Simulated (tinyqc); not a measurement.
Plane-wave Kohn-Sham cycle with exchange-only LDA in a layered model solid, step by step. Computed by tinyqc, a small Python program that keeps every step. Settings: points = 16, plane-wave index or count = 2, electrons = 2, k points = 4, area = 15.0, mixing = 1.0, iteration cap = 58, Pulay depth = 3. Command: `OMP_NUM_THREADS=1 python tinyqc.py 21209 21210 out.jsonl` (the two numbers bound the seeds that draw the settings). One thread of a shared host (Intel(R) Xeon(R) Processor @ 2.60GHz), about 0.01 s of CPU time with the checks. Later iterations appear only in the table of the cycle.

## Iteration 1: potential

A solid whose potential varies along x alone (atomic units):
```
parameter                      value
period a                    5.400000
cross-section of the cell  15.000000
electrons per cell                 2
grid points                       16
plane waves -n..n, n               2
k points                           4
V1 in V1 cos(2 pi x/a)     -0.550000
V2 in V2 cos(4 pi x/a)     -0.040000
```

density at the start, on the grid x_j = j a/N (e/bohr^3): [0.02469136, 0.02469136, 0.02469136, 0.02469136, 0.02469136, 0.02469136, 0.02469136, 0.02469136, 0.02469136, 0.02469136, 0.02469136, 0.02469136, 0.02469136, 0.02469136, 0.02469136, 0.02469136]

V_H(G) = 4 pi rho(G)/G^2 for G != 0 (uniform background); v_x = -(3 rho/pi)^(1/3); V = V_ext + V_H + v_x; Fourier components f(G_m) = (1/N) sum_j f(x_j) exp(-i G_m x_j).

Potentials on the grid (hartree):
```
x             V_ext       V_H        v_x          V
0.000000  -0.590000  0.000000  -0.286751  -0.876751
0.337500  -0.536418  0.000000  -0.286751  -0.823169
0.675000  -0.388909  0.000000  -0.286751  -0.675660
1.012500  -0.182192  0.000000  -0.286751  -0.468943
1.350000   0.040000  0.000000  -0.286751  -0.246751
1.687500   0.238760  0.000000  -0.286751  -0.047991
2.025000   0.388909  0.000000  -0.286751   0.102157
2.362500   0.479849  0.000000  -0.286751   0.193098
2.700000   0.510000  0.000000  -0.286751   0.223249
3.037500   0.479849  0.000000  -0.286751   0.193098
3.375000   0.388909  0.000000  -0.286751   0.102157
3.712500   0.238760  0.000000  -0.286751  -0.047991
4.050000   0.040000  0.000000  -0.286751  -0.246751
4.387500  -0.182192  0.000000  -0.286751  -0.468943
4.725000  -0.388909  0.000000  -0.286751  -0.675660
5.062500  -0.536418  0.000000  -0.286751  -0.823169
```

V(G_m), m = 0, 1, 2, ... (hartree): [-0.286751, -0.275000, -0.020000, 0.000000, 0.000000]

## Iteration 1: Hamiltonian at one k

k = 0.125000 2 pi / a

H(m,m') = (k + G_m)^2/2 delta + V(G_m - G_m'), with V(-G) = V(G).

H (hartree), order -2, -1, +0, +1, +2:
```
[[2.093072, -0.275000, -0.020000, 0.000000, 0.000000],
 [-0.275000, 0.231521, -0.275000, -0.020000, 0.000000],
 [-0.020000, -0.275000, -0.276174, -0.275000, -0.020000],
 [0.000000, -0.020000, -0.275000, 0.569985, -0.275000],
 [0.000000, 0.000000, -0.020000, -0.275000, 2.770000]]
```

## Iteration 1: levels at that k

Diagonalise the Hermitian matrix.

eigenvalues (hartree): [-0.470527, 0.290868, 0.631138, 2.133009, 2.803916]

## Iteration 1: new density

Motion across x is left out: the lowest 1 band(s) hold two electrons at each of the k points (j + 1/2)/nk - 1/2. Residual R = rho(out) - rho(in); rho(new) = rho(in) + 1 R. rho(out) = 2/(a A nk) sum |psi|^2 with psi = sum c exp(i G x). Harris energy E = band energy - dV sum rho (V_H/2 + v_x) + (3/4) dV sum rho v_x with rho(in), dV = a A/N, band energy = (2/nk) sum of the filled levels.

rho(out) (e/bohr^3): [0.06437402, 0.05889031, 0.04519240, 0.02934524, 0.01644958, 0.00829034, 0.00406090, 0.00223955, 0.00175107, 0.00223955, 0.00406090, 0.00829034, 0.01644958, 0.02934524, 0.04519240, 0.05889031]

density after iteration 1 (e/bohr^3): [0.06437402, 0.05889031, 0.04519240, 0.02934524, 0.01644958, 0.00829034, 0.00406090, 0.00223955, 0.00175107, 0.00223955, 0.00406090, 0.00829034, 0.01644958, 0.02934524, 0.04519240, 0.05889031]

energy per cell = -0.77696023 hartree

## Iteration 2: potential

As before.

Potentials on the grid (hartree):
```
x             V_ext        V_H        v_x          V
0.000000  -0.590000   0.300756  -0.394664  -0.683908
0.337500  -0.536418   0.273027  -0.383123  -0.646514
0.675000  -0.388909   0.197349  -0.350762  -0.542322
1.012500  -0.182192   0.092574  -0.303741  -0.393359
1.350000   0.040000  -0.019237  -0.250443  -0.229680
1.687500   0.238760  -0.119833  -0.199303  -0.080376
2.025000   0.388909  -0.197424  -0.157108   0.034377
2.362500   0.479849  -0.245768  -0.128838   0.105243
2.700000   0.510000  -0.262130  -0.118693   0.129177
3.037500   0.479849  -0.245768  -0.128838   0.105243
3.375000   0.388909  -0.197424  -0.157108   0.034377
3.712500   0.238760  -0.119833  -0.199303  -0.080376
4.050000   0.040000  -0.019237  -0.250443  -0.229680
4.387500  -0.182192   0.092574  -0.303741  -0.393359
4.725000  -0.388909   0.197349  -0.350762  -0.542322
5.062500  -0.536418   0.273027  -0.383123  -0.646514
```

V(G_m), m = 0, 1, 2, ... (hartree): [-0.253750, -0.203580, -0.011930, 0.000340, 0.000112]

## Iteration 2: Hamiltonian at one k

k = 0.125000 2 pi / a

As before.

H (hartree), order -2, -1, +0, +1, +2:
```
[[2.126074, -0.203580, -0.011930, 0.000340, 0.000112],
 [-0.203580, 0.264523, -0.203580, -0.011930, 0.000340],
 [-0.011930, -0.203580, -0.243173, -0.203580, -0.011930],
 [0.000340, -0.011930, -0.203580, 0.602987, -0.203580],
 [0.000112, 0.000340, -0.011930, -0.203580, 2.803002]]
```

## Iteration 2: levels at that k

As before.

eigenvalues (hartree): [-0.358131, 0.306479, 0.635248, 2.148120, 2.821697]

## Iteration 2: new density

B (overlaps of the stored error matrices):
```
[[7.8572492e-03, -9.6589650e-04],
 [-9.6589650e-04, 1.3566746e-04]]
```

Motion across x is left out: the lowest 1 band(s) hold two electrons at each of the k points (j + 1/2)/nk - 1/2. Residual R = rho(out) - rho(in); rho(new) = rho(in) + 1 R; Pulay mixing then takes sum c_i of the stored mixed densities, with c from B_ij = sum R_i R_j as in DIIS. rho(out) = 2/(a A nk) sum |psi|^2 with psi = sum c exp(i G x). Harris energy E = band energy - dV sum rho (V_H/2 + v_x) + (3/4) dV sum rho v_x with rho(in), dV = a A/N, band energy = (2/nk) sum of the filled levels.

rho(out) (e/bohr^3): [0.05813698, 0.05394679, 0.04322947, 0.03021207, 0.01878844, 0.01078400, 0.00609857, 0.00382257, 0.00316092, 0.00382257, 0.00609857, 0.01078400, 0.01878844, 0.03021207, 0.04322947, 0.05394679]

DIIS coefficients: [0.110992, 0.889008]

density after iteration 2 (e/bohr^3): [0.05882924, 0.05449548, 0.04344734, 0.03011586, 0.01852884, 0.01050723, 0.00587241, 0.00364687, 0.00300443, 0.00364687, 0.00587241, 0.01050723, 0.01852884, 0.03011586, 0.04344734, 0.05449548]

energy per cell = -0.68941727 hartree

## Convergence

Stop when sqrt(dV sum R^2) is below 1e-8, dV = a A/N.

Course of the cycle:
```
iteration  E (hartree)  norm of the residual
1          -0.77696023              1.99e-01
2          -0.68941727              2.62e-02
3          -0.68862572              5.70e-04
4          -0.68862534              6.16e-06
5          -0.68862534              2.24e-07
6          -0.68862534              8.74e-11
```

Converged in 6 iterations. Before convergence this energy mixes input and output and is not variational, so it may rise towards its limit.
